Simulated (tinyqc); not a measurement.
Inside a calculation. Model: dopants and charged point defects at anneal temperature: Fermi-level effect, clustering and pairing. Computed by tinyqc, a small Python program that keeps every step. Command: `OMP_NUM_THREADS=1 python tinyqc.py 3000473 3000474 out.jsonl pairing walk`. One thread of a shared host (Intel(R) Xeon(R) Processor @ 2.30GHz), about 0.01 s of CPU time with the checks. Intermediate numbers are printed to about 7 digits and carried at full precision; extremes and crossings named in words are read from the listed rows.

Boltzmann statistics and full ionisation of active dopants. Energies are counted from the valence band; the defect (a vacancy or self-interstitial) has five charge states, with all degeneracy factors one.

Inputs (values chosen for the exercise, with bands modelled on germanium):

| quantity | value | unit |
|---|---|---|
| gap at 0 K E_g0 | 0.732 | eV |
| Varshni alpha | 0.000478 | eV/K |
| Varshni beta | 244 | K |
| electron mass m_e | 0.212 | m_0 |
| valleys M_c | 4 | - |
| hole mass m_h | 0.35 | m_0 |
| anneal temperature T | 790 | K |
| total dopant density N | 3.3e+20 | cm^-3 |
| formation enthalpy of the neutral defect H_f | 1.91 | eV |
| formation entropy S_f | 9.8 | k_B |
| site density N_s | 3.2e+22 | cm^-3 |
| intrinsic dopant diffusivity D_i | 3.3e-17 | cm^2/s |
| anneal time t | 6 | s |
| pair binding energy E_b | 0.92 | eV |
| pair configurations Z | 6 | - |
| storage temperature T_2 | 330 | K |
| impurity diffusion prefactor D_0 | 0.0011 | cm^2/s |
| impurity migration energy E_m | 0.83 | eV |
| dielectric constant eps | 16.8 | - |
| active dopant density in the stored part N_2 | 2.2e+14 | cm^-3 |

Dopant: donor. Second part: pairing with a mobile impurity.

defect levels as fractions of E_g(T): (2+/+), (+/0), (0/-), (-/2-): 0.19  0.21  0.44  0.92

Constants: m_0 = 9.1093837015e-31 kg; k_B = 1.380649e-23 J/K; h = 6.62607015e-34 J s; k_B = 8.617333262e-05 eV/K; e^2/(4 pi eps_0) = 14.39964548 eV angstrom.

## The host at the anneal temperature

E_g = E_g0 - alpha T^2/(T + beta). N_c = 2 M_c (2 pi m_e k_B T/h^2)^(3/2) and N_v = 2 (2 pi m_h k_B T/h^2)^(3/2), masses in units of m_0. n_i = sqrt(N_c N_v) exp(-E_g/2 k_B T); E_i = E_g/2 + (k_B T/2) ln(N_v/N_c).

E_g = 0.4434896 eV

k_B T = 0.06807693 eV

n_i = 1.173682e+18 cm^-3

E_i = 0.2001551 eV

effective density of states N_b of the majority band = 4.186919e+19 cm^-3

## Active dopant

No clustering: A = N.

active density A = 3.30e+20 cm^-3

## Carrier density and Fermi level

n = A/2 + sqrt(A^2/4 + n_i^2) for an active density A. chi = n/n_i (for acceptors n_i/p); E_F = E_i + k_B T ln chi; field enhancement h = 1 + A/sqrt(A^2 + 4 n_i^2).

n = 3.300042e+20 cm^-3

chi = 281.1700

E_F = 0.5840381 eV

field enhancement h = 1.999975

The doping is 281 n_i: extrinsic conditions. Caution: the carrier density exceeds the effective density of states, where Boltzmann statistics understate the shift of E_F and so the density of charged defects (gap narrowing, also left out, works the other way).

## Charged defects

C_0 = N_s exp(S_f/k_B) exp(-H_f/k_B T). Ratios to the neutral state at E_F = E_i: r_+ = exp((E(+/0) - E_i)/k_B T), r_2+ = r_+ exp((E(2+/+) - E_i)/k_B T), r_- = exp((E_i - E(0/-))/k_B T), r_2- = r_- exp((E_i - E(-/2-))/k_B T); at other E_F state q scales as chi^(-q). The enhancement is sum r_q chi^(-q)/sum r_q. The charge on the defects is left out of neutrality.

neutral defects C_0 = 3.770993e+14 cm^-3

Charge states:

| state | ratio r | intrinsic (cm^-3) | doped (cm^-3) |
|---|---|---|---|
| 2+ | 0.037838 | 1.426860e+13 | 1.804860e+08 |
| + | 0.207613 | 7.829083e+13 | 2.784466e+11 |
| 0 | 1.000000 | 3.770993e+14 | 3.770993e+14 |
| - | 1.076522 | 4.059555e+14 | 1.141425e+17 |
| 2- | 0.050818 | 1.916340e+13 | 1.514993e+18 |

all defects, doped = 1.629512e+18 cm^-3

enhancement over intrinsic = 1821.137

mean charge = -1.929490 e

Doping leaves the neutral state alone and multiplies the total by 1820; the most common state is 2- (in intrinsic material -).

## Dopant diffusivity

If every charge state of the defect carries the dopant equally well, D = D_i x enhancement x h x (active share A/N, a rough stand-in that overstates the dA/dN which immobile clusters call for), D_i being an input held fixed when T or H_f is moved; diffusion length 2 sqrt(D t).

effective diffusivity D = 1.201935e-13 cm^2/s

D/D_i = 3642.227

diffusion length = 16.98424 nm

Caution: so large an enhancement assumes that highly charged defects carry the dopant as well as neutral ones; measured enhancements are far smaller.

## Against doping

chi = n/n_i; h = 1 + A/sqrt(A^2 + 4 n_i^2); the dopant diffusivity over its intrinsic value is D/D_i = enhancement x h x A/N, if every charge state carries the dopant equally well.

Trend at the anneal temperature:

| N (cm^-3) | active A (cm^-3) | chi | defect enhancement | mean charge | D/D_i |
|---|---|---|---|---|---|
| 3.50e+16 | 3.50e+16 | 1.015021e+00 | 1.005700e+00 | -0.385285 | 1.020694e+00 |
| 1.20e+17 | 1.20e+17 | 1.052427e+00 | 1.020182e+00 | -0.404819 | 1.072267e+00 |
| 4.10e+17 | 4.10e+17 | 1.189803e+00 | 1.076374e+00 | -0.468587 | 1.261574e+00 |
| 1.40e+18 | 1.40e+18 | 1.760763e+00 | 1.341528e+00 | -0.649756 | 2.028698e+00 |
| 4.80e+18 | 4.80e+18 | 4.321116e+00 | 2.802911e+00 | -0.976950 | 5.320858e+00 |
| 1.60e+19 | 1.60e+19 | 1.370528e+01 | 1.066876e+01 | -1.336344 | 2.122453e+01 |
| 5.60e+19 | 5.60e+19 | 4.773405e+01 | 7.087928e+01 | -1.682487 | 1.416964e+02 |
| 1.90e+20 | 1.90e+20 | 1.618899e+02 | 6.351728e+02 | -1.883035 | 1.270297e+03 |
| 6.60e+20 | 6.60e+20 | 5.623347e+02 | 7.028020e+03 | -1.963578 | 1.405600e+04 |

Well below n_i = 1.17e18 cm^-3 chi and the enhancement are near 1. At any doping d ln(enhancement)/d ln chi equals minus the mean charge, which goes from -0.39 to -1.96 over the rows. Rows with carriers above N_b lie beyond Boltzmann statistics.

## Pairing in storage

An oppositely charged mobile impurity (density M) pairs with the dopant: pairs/free = Z (N_2/N_s) exp(E_b/k_B T_2) for M << N_2; capture radius R = e^2/(4 pi eps eps_0 k_B T_2); D_m = D_0 exp(-E_m/k_B T_2); association rate 4 pi R D_m N_2; dissociation rate = association rate/(pairs/free); tau = 1/(sum of both). Trapping slows long-range motion to D_m/(1 + pairs/free).

pairs/free = 4631425

paired share = 0.9999998

capture radius R = 30.14086 angstrom

D_m = 2.320529e-16 cm^2/s

pairing time constant = 5171598 s

effective diffusivity of the impurity = 5.010398e-23 cm^2/s

## Pairing against temperature

The formulas are those given above.

Equilibrium and kinetics:

| T (K) | paired share | time constant (s) | D_m (cm^2/s) | effective D (cm^2/s) |
|---|---|---|---|---|
| 270 | 1.0000000 | 2.775367e+09 | 3.537865e-19 | 5.764209e-29 |
| 300 | 1.0000000 | 8.705881e+07 | 1.253160e-17 | 1.064787e-25 |
| 340 | 0.9999994 | 2.258249e+06 | 5.475260e-16 | 3.061496e-22 |
| 380 | 0.9999848 | 1.279436e+05 | 1.080080e-14 | 1.646104e-19 |
| 430 | 0.9996004 | 7.595283e+03 | 2.058016e-13 | 8.223752e-17 |
| 480 | 0.9947192 | 8.182072e+02 | 2.122151e-12 | 1.120670e-14 |
| 550 | 0.9174034 | 6.725300e+01 | 2.728408e-11 | 2.253571e-12 |
| 650 | 0.3592184 | 2.103711e+00 | 4.036302e-10 | 2.586388e-10 |

Half the impurity is paired at T = E_b/(k_B ln(N_s/(Z N_2))) = 628 K. The time constant at 300 K is 8.7e7 s. Below 628 K pairs win, and the effective diffusivity has the activation energy E_m + E_b = 1.75 eV; above it the impurity is free and moves with E_m = 0.83 eV.

Checks made by the program: ratios against Boltzmann factors of formation energies at E_F (relative difference below 1e-10).
